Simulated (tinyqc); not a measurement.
# Capacitances against the space between lines

Endless row of lines of width wl, height tl and space sl between grounded planes at distance hd; e2 fills the gaps beside the lines, e1 the rest. Laplace's equation is solved on meshes of 3, 6 and 12 steps per unit u and extrapolated (Aitken), which is good to about 0.2 %. C_even (all lines at 1 V) is the capacitance Cg to the planes; C_odd (neighbours in antiphase) = Cg + 4 Cc if only nearest neighbours couple, which defines Cc; total with quiet neighbours Cg + 2 Cc. Plate values 2 eps0 e1 wl/hd and eps0 e2 tl/sl.

Inputs (values chosen for the exercise):
- e1 = 2.4 (relative permittivity above and below the lines)
- e2 = 2.7 (relative permittivity between the lines)
- wl = 4 u (line width, in units u)
- tl = 12 u (line height)
- hd = 6 u (distance to each plane)

Constants: eps0 = 8.8541878128e-12 F/m. Results are converted to the units shown.

The same in every row: plate Cg (aF/um) = 28.3.

Capacitances against the space between lines:
```
sl (u)	Cg (aF/um)	Cc (aF/um)	Cg + 2 Cc (aF/um)	C_odd (aF/um)	plate Cc (aF/um)	share of coupling, 2 Cc/(Cg + 2 Cc) (%)
2	41.8	161	364	687	143	88.5
4	53.9	81.0	216	378	71.7	75.0
6	64.7	52.1	169	273	47.8	61.7
8	74.3	36.7	148	221	35.9	49.7
12	89.9	20.3	131	171	23.9	31.1
16	101	11.9	125	149	17.9	19.1
24	114	4.29	122	131	12.0	7.01
```

As sl goes from 2 to 24, Cg rises from 41.8 to 114 aF/um, Cc falls from 161 to 4.29 aF/um and the share of coupling falls from 88.5 to 7.01 %. Cg is 1.48 times its plate value in the first row and 4.02 times in the last; for Cc the ratios are 1.12 and 0.359. Neighbours in antiphase raise the load by a factor of 1.89 and 1.07 over quiet ones. For sl = 2 the planes are farther than 0.8 of the pitch, so second neighbours couple too and Cg + 2 Cc understates the quiet load by a per cent or more.

tinyqc, about 1 s, one thread, Intel Xeon 2.30GHz (shared host): `OMP_NUM_THREADS=1 python tinyqc.py 2790156 2790157 out.jsonl`
